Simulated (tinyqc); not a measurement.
# Delay unit and parasitic delay from two ring oscillators

Inverse problem. A ring of 31 inverters oscillates at 1/(2 x 31 d), with stage delay d = tau (h + p) for fan-out h. Find tau, p and the delay at fan-out 4.

frequencies of 31-stage ring oscillators with fan-out 1 and 6 (GHz): 1.6922707  0.59339363

Solution. d is a straight line in h with slope tau and intercept tau p.

tau = 3.53 ps
p = 1.70
delay at fan-out 4 = 20.1 ps

tinyqc, about 0.01 s, one thread, Intel Xeon 2.30GHz (shared host): `OMP_NUM_THREADS=1 python tinyqc.py 2082188 2082189 out.jsonl`
